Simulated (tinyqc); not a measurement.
Metal-induced gap states at the contact of a metal chain and a two-band chain, step by step. Values are carried at full precision from step to step, so a last printed digit may differ when a step is redone from the rounded ones.

The semiconductor alternates sites A at -Eg/2 and C at +Eg/2 with hopping -t; the gap runs from -Eg/2 to Eg/2. In the gap cosh(q a) = 1 + (Eg^2/4 - E^2)/(2 t^2) and the amplitude changes by -exp(-q a) a period. The metal has site energy 0 and hopping -tm; its end site has g_m = (E - i sqrt(4 tm^2 - E^2))/(2 tm^2). Sites 1, 2, ... count into the semiconductor, with energies e1, e2 alternating. The clean half chain has g1 = 1/(E - e1 - t^2 g2), g2 = 1/(E - e2 - t^2 g1), decaying root. With the contact G11 = 1/(1/g1 - tc^2 g_m), and the density on site j is -Im G_jj/pi = |psi_j/psi_1|^2 (-Im G11/pi), per spin, with psi_2/psi_1 = -t g2, psi_3/psi_2 = -t g1.

Constants: e^2/(4 pi eps0) = 14.39964547 eV angstrom.

Inputs chosen for the exercise (gap and optical dielectric constant near those of GaN; the chain itself is a model; shifted at random, so the results belong to these values and not to a real crystal):
- Eg = 3.54 eV (gap)
- t = 2.01 eV (hopping in the semiconductor)
- a = 3.19 angstrom (period (two sites); one chain for each area a^2)
- E = 0.46 eV (energy from mid-gap)
- tm = 2.14 eV (hopping in the metal)
- tc = 2.72 eV (hopping across the contact)
- end = A (site that touches the metal)
- eps = 5.4 (dielectric constant)

## Decay in the gap

Form cosh(q a), l = exp(-q a), q and the decay length 1/(2q) of the density.

cosh(q a) = 1.36154
l = 0.43753
q = 0.25912 1/angstrom
xi, the decay length of the density = 1.930 angstrom

## Green functions

The decaying root is g1 = (1 - l)/(E - e1), g2 = (1 - l)/(E - e2), l = exp(-q a). Form them, g_m and G11.

g1, g2 (1/eV): 0.25223  -0.42936

g_m = 0.05022-0.46458i 1/eV
G11 = 0.14533-0.13902i 1/eV

## Density site by site

D1 = -Im G11/pi, D2 = (t g2)^2 D1, and each further period multiplies by l^2. The sum over all sites is (D1 + D2)/(1 - l^2). The Green functions stand in the order g1, g2.

density on sites 1 to 8 (1/eV): 0.04425  0.03296  0.00847  0.00631  0.00162  0.00121  0.00031  0.00023

Ds, the density per spin summed over the semiconductor = 0.09549 1/eV

The first period holds 81 % of the gap states at this energy.

## Pinning factor

Gap states per area N = 2 Ds/a^2 (two spins). Charge in them sits a distance xi from the metal, so S = 1/(1 + 4 pi e^2 N xi/eps), e^2 meaning e^2/(4 pi eps0); S is the change of the barrier per change of the metal work function.

N = 1.877e+14 1/(eV cm^2)
4 pi e^2 N xi/eps = 1.2135
S = 0.4518

Partial pinning, between the Bardeen (0) and Schottky (1) limits.

## Checks

- g1 from the closed form against decimation: both 0.252227.

Computed by tinyqc, a small Python program: `OMP_NUM_THREADS=1 python tinyqc.py 1482593 1482594 out.jsonl` (the numbers bound the seed that draws the inputs); one thread of a shared host (Intel(R) Xeon(R) Processor @ 2.30GHz), about 0.01 s for the whole set of steps.
